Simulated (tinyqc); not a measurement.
Inside a calculation. Model: three-phonon processes in a diatomic chain: dispersion, energy and momentum conservation, and decay channels of optical phonons. Computed by tinyqc, a small Python program that keeps every step. Command: `OMP_NUM_THREADS=1 python tinyqc.py 3120284 3120285 out.jsonl threeph walk`. One thread of a shared host (Intel(R) Xeon(R) Processor @ 2.30GHz), about 0.05 s of CPU time with the checks. Intermediate numbers are printed to about 7 digits and carried at full precision; extremes and crossings named in words are read from the listed rows.

Cell length a, two atoms, one spring constant. x = q a/pi runs from -1 to 1; A and O are the acoustic and optical branches. Matrix elements are not computed: only conservation laws and occupation factors are followed.

Inputs (values chosen for the exercise, for a model chain):

| quantity | value | unit |
|---|---|---|
| light mass m | 27 | u |
| heavy mass M | 50.8 | u |
| spring constant k | 7.5 | eV/angstrom^2 |
| temperature T | 200 | K |
| wave number of the decaying phonon q a/pi | 0.11 | - |
| zero-temperature width Gamma_0 | 0.21 | 1/cm |

Constants: nu for 1 eV/(angstrom^2 u) = 15.6333042 THz; h x 1 THz = 4.135667696 meV; k_B = 8.617333262e-05 eV/K; c = 299792458 m/s.

## Band edges

omega^2 = k (1/m + 1/M) -/+ k sqrt((1/m + 1/M)^2 - 4 sin^2(pi x/2)/(m M)); nu = 15.6333042 THz x sqrt(omega^2) for eV/(angstrom^2 u). Acoustic top sqrt(2 k/M), optical bottom sqrt(2 k/m), optical top sqrt(2 k (1/m + 1/M)).

acoustic top = 8.495023 THz

optical bottom = 11.65238 THz

optical top = 14.42024 THz

optical top over twice the acoustic top = 0.8487464

optical bottom over twice the acoustic top = 0.6858355

optical width over acoustic top = 0.3258217

The zone-centre optical phonon can decay into two acoustic ones: this needs M/m <= 3.

## Dispersion

The formulas are those given above.

Branches:

| x | nu_A (THz) | nu_O (THz) |
|---|---|---|
| 0.10 | 1.076845 | 14.37998 |
| 0.20 | 2.145103 | 14.25980 |
| 0.35 | 3.711737 | 13.93436 |
| 0.50 | 5.204754 | 13.44819 |
| 0.65 | 6.576757 | 12.83314 |
| 0.80 | 7.735848 | 12.16963 |
| 0.90 | 8.282282 | 11.80454 |
| 1.00 | 8.495023 | 11.65238 |

## Decay of the zone-centre phonon

O(0) -> A(x) + A(-x) needs nu_A(x) = nu_O(0)/2, which gives sin^2(pi x/2) = (3/16)(m + M)^2/(m M). Full width at half maximum Gamma = Gamma_0 (1 + 2 n), n = 1/(exp(h nu_A/(k_B T)) - 1); lifetime = 1/(2 pi c Gamma).

x of the products = 0.7272752

their frequency = 7.210120 THz

occupation n = 0.2154461

width Gamma = 0.3004873 1/cm

lifetime = 17.66742 ps

## All channels at the given wave number

Processes for O(x): decay O -> A + A and O -> O + A with x = x' + x'' (mod 2), and absorption O + A -> O with x + x' = x'' (mod 2). Roots of the energy mismatch in x' are bracketed on 4001 points from -1 to 1 and refined. A process is umklapp (U) if the sum of wave numbers leaves (-1, 1]. Weight = occupation factor/|d mismatch/dx'|, the factor being 1 + n' + n'' for decay and n' - n'' for absorption. Pairs that differ only by exchanging two acoustic products count once, and the trivial root x' = 0 is left out.

nu_O(x) = 14.37153 THz

Channels:

| process | x' | x'' | nu' (THz) | nu'' (THz) | type | weight (1/THz) |
|---|---|---|---|---|---|---|
| O -> A + A | -0.6716418 | 0.7816418 | 6.760397 | 7.611137 | N | 0.09375282 |

1 channel(s) are open, 0 of them umklapp.

## Phase space against the mass ratio

Total weight summed over channels and averaged over x = 0.05, 0.15, ..., 0.95, with m and k fixed; share of those x with an open channel.

Optical phonons:

| M/m | weight, A + A (1/THz) | weight, with O (1/THz) | share open |
|---|---|---|---|
| 1.1 | 0.1437911 | 0 | 1.0 |
| 1.5 | 0.3249030 | 0 | 1.0 |
| 2.0 | 0.1921864 | 0 | 0.8 |
| 2.5 | 0.1106558 | 0 | 0.5 |
| 2.9 | 0.0856428 | 0 | 0.2 |
| 3.3 | 0.0000000 | 0 | 0.0 |
| 3.7 | 0.0000000 | 0 | 0.0 |
| 4.2 | 0.0000000 | 0 | 0.0 |
| 6.0 | 0.0000000 | 0 | 0.0 |

The A + A channel closes between M/m = 2.9 and 3.3 on this grid: energy conservation alone would allow it up to M/m = 4, where the optical bottom passes twice the acoustic top, but momentum must be conserved too. No channel with a second optical phonon opens at any ratio. A large gap that shuts such channels is one reason why crystals with very unequal masses can conduct heat well.

Checks made by the program: band edges against the dispersion (relative difference below 1e-10); frequency of the products (relative difference below 1e-10).
